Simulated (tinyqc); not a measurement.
# Worked calculation: off-state leakage of single and stacked transistors

Computed by the program tinyqc: `OMP_NUM_THREADS=1 python tinyqc.py 2242158 2242159 out.jsonl`, one thread of a shared Intel Xeon 2.30GHz, about 0.04 s for the whole run. Printed values are rounded.

n-channel devices of unit width. Subthreshold current I(Vg, Vs, Vd) = I0 (T/300 K)^0.5 exp[(Vg - Vs - VT(T) - gb (Vs - Vb) + dd (Vd - Vs))/(nf Vt)] (1 - exp(-(Vd - Vs)/Vt)), VT(T) = VT - cT (T - 300 K). Gate-edge tunnelling Ig (Vd/1 V) exp(ag (Vd - 1 V)), for a gate at 0 V, and band-to-band leakage Ab u exp(-Bb/u), u = Vd - Vb + 1 V, flow at a drain held at V; both are taken as independent of T. In a stack of off transistors (all gates at 0 V) the same subthreshold current passes through each.

Inputs (values chosen for the exercise); values of the order met in bulk silicon logic transistors: temperature T = 300 K; supply voltage V = 0.7 V; threshold at 300 K, zero drain and body bias VT = 0.48 V; fall of the threshold with temperature cT = 0.7 mV/K; current at threshold at 300 K I0 = 0.51 uA/um; slope factor nf = 1.18; drain-induced lowering per volt dd = 0.11; rise of the threshold per volt of source-body bias gb = 0.15; gate-edge tunnelling current at 1 V Ig = 0.0007 uA/um; exponential slope of the gate current ag = 4.8 1/V; prefactor of band-to-band leakage at the drain Ab = 20 uA/(um V); its exponential voltage Bb = 22 V; body voltage Vb = 0 V.

Constants: q = 1.602176634e-19 C, kB = 1.380649e-23 J/K, Vt = kB T/q. Results are converted to the units shown.

## Leakage of one transistor

Vg = Vs = 0, Vd = V; effective threshold VT(T) - gb Vb - dd V.

effective threshold = 0.403 V
parts (nA/um): subthreshold 9.33675e-4, gate edge 0.116095, band-to-band 0.0815075
total = 0.198536 nA/um
shares (%): subthreshold 0.470280, gate edge 58.4754, band-to-band 41.0543

The gate edge part is the largest.

## Starting value

Vx = dd V/(1 + gb + 2 dd), the solution for Vx well above Vt, rounded to three decimals.

Vx at the start = 0.056 V

## Iteration 1: new Vx

Stack of two, Vx the node between them: I_low = I(0, 0, Vx), I_up = I(0, Vx, V), f = ln(I_up/I_low), f' = -(1 + gb + 2 dd)/(nf Vt) - 1/(Vt (exp(Vx/Vt) - 1)) - 1/(Vt (exp((V - Vx)/Vt) - 1)), Vx(new) = Vx - f/f'.

I_low = 8.10593e-5 nA/um
I_up = 9.23968e-5 nA/um
f = 0.130911
f' = -49.9176 1/V
Vx after iteration 1 = 0.0586226 V

## Iteration 2: new Vx

As before.

I_low = 8.28513e-5 nA/um
I_up = 8.29111e-5 nA/um
f = 7.21468e-4
f' = -49.3787 1/V
Vx after iteration 2 = 0.0586372 V

## Course of the iteration

Stop when the step is below 1e-11 V, or after 40 iterations.

Course of the iteration:
```
iteration	Vx before the step (V)	step (V)
1	0.056	2.62e-3
2	0.0586226	1.46e-5
3	0.0586372	4.17e-10
4	0.0586372	< 1e-15
```

Converged in 4 iterations. The subthreshold current of the stack is 8.286e-5 nA/um, 11.3 times less than that of one transistor (the drain leakage is unchanged); the estimate exp[dd V (1 + gb + dd)/((1 + gb + 2 dd) nf Vt)] gives 10.2.
